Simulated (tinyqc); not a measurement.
Ion-assisted plasma etching: sheath, surface coverage, synergy and aspect-ratio dependence: one step, computed by the program tinyqc.

Radicals adsorb on bare sites; ions remove covered sites with a high yield and bare sites by sputtering; a slow spontaneous reaction acts everywhere, walls included.

Task: Fluxes. Bohm speed u_B = sqrt(e T_e/M_i); ion flux G_i = 0.61 n_e u_B; radical flux G_n = n c/4 with c = sqrt(8 k_B T_g/(pi M_n)).

Inputs (values chosen for the exercise, close to those used for silicon in a halogen plasma):
```
quantity,value,unit
plasma density n_e,7.6e+10,1/cm^3
electron temperature T_e,3.9,eV
ion mass M_i,35.5,u
radical density n,5.9e+13,1/cm^3
radical mass M_n,35.5,u
gas temperature T_g,350,K
```

Feature: long trench.

Constants: e = 1.602176634e-19 C; u = 1.6605390666e-27 kg; k_B = 1.380649e-23 J/K.

Give: Bohm speed; ion flux G_i; radical speed c; radical flux G_n; flux ratio G_n/G_i.

Result:

Bohm speed = 3.256e+05 cm/s

ion flux G_i = 1.509e+16 1/(cm^2 s)

radical speed c = 45689 cm/s

radical flux G_n = 6.739e+17 1/(cm^2 s)

flux ratio G_n/G_i = 44.65
